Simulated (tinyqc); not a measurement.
Current of a Schottky diode by thermionic-emission-diffusion theory, and its read-back from I-V-T and C-V data. Changing the mobility mu. Computed by tinyqc, a small Python program. Command: `OMP_NUM_THREADS=1 python tinyqc.py 3030191 3030192 out.jsonl schottky sweep`. One thread of a shared host (Intel(R) Xeon(R) Processor @ 2.30GHz), about 0.01 s of CPU time with the checks.

Full ionisation, no tunnelling, no recombination current. V is the voltage across the junction itself, forward positive.

Inputs (values chosen for the exercise, modelled on n-type 4H-SiC):

| quantity | value | unit |
|---|---|---|
| Richardson constant A* | 150 | A/(cm^2 K^2) |
| effective density of states at 300 K, N_c | 1.6e+19 | 1/cm^3 |
| permittivity eps | 9.7 | - |
| barrier without image force phi_0 | 1.45 | eV |
| doping N | 4.1e+15 | 1/cm^3 |
| series resistance R_s | 3.5 | milliohm cm^2 |
| junction voltage V | 0.43 | V |
| temperature T | 200 | K |

Barrier: uniform.

Constants: k_B = 8.617333262e-05 eV/K; e = 1.602176634e-19 C; eps_0 = 8.8541878128e-12 F/m.

Method:
- N_c(T) = N_c (T/300 K)^(3/2); V_bi = phi_0 - (k_B T/e) ln(N_c(T)/N); surface field F = sqrt(2 e N (V_bi - V - k_B T/e)/(eps eps_0)); image lowering d_phi = sqrt(e F/(4 pi eps eps_0)); effective barrier phi = phi_0 - d_phi.
- Collection velocity v_R = A* T^2/(e N_c(T)); diffusion velocity v_D = mu F; J = e N_c(T) v_R/(1 + v_R/v_D) exp(-phi/k_B T) [exp(e V/k_B T) - 1].
- Terminal voltage V + J R_s.
- Ideality n = (e/k_B T)/(d ln J/dV) by a central difference of +/- 1 mV; J_0 = J exp(-e V/(n k_B T)); apparent barrier phi_IV = k_B T ln(A* T^2/J_0); a C-V plot gives phi_CV = phi_0, the mean without lowering.

One run for each value:

| mobility mu (cm^2/(V s)) | current density J (A/cm^2) | apparent barrier phi_IV (eV) | ideality factor n | v_D (cm/s) |
|---|---|---|---|---|
| 0.5 | 1.940e-21 | 1.514 | 1.017 | 1.825e+04 |
| 1.6 | 6.150e-21 | 1.494 | 1.017 | 5.839e+04 |
| 5 | 1.869e-20 | 1.475 | 1.016 | 1.825e+05 |
| 16 | 5.488e-20 | 1.457 | 1.016 | 5.839e+05 |
| 50 | 1.368e-19 | 1.442 | 1.014 | 1.825e+06 |
| 160 | 2.643e-19 | 1.432 | 1.011 | 5.839e+06 |
| 500 | 3.715e-19 | 1.427 | 1.009 | 1.825e+07 |
| 1600 | 4.275e-19 | 1.425 | 1.007 | 5.839e+07 |
| 5000 | 4.484e-19 | 1.424 | 1.007 | 1.825e+08 |

Over the rows, current density J (A/cm^2) rises from 1.94e-21 to 4.48e-19 (exponent d ln y / d ln x 0.99 between the first rows and 0.042 between the last); apparent barrier phi_IV (eV) falls from 1.51 to 1.42 (exponent d ln y / d ln x -0.011 between the first rows and -3.9e-4 between the last); ideality factor n falls from 1.017 to 1.007. At the low end the exponent of current density J is 0.99, close to 1: diffusion limits. Reading a diffusion-limited diode with the thermionic formula overstates the barrier by k_B T ln(1 + v_R/v_D).

Caution (all rows): leakage and recombination would swamp a current this small.
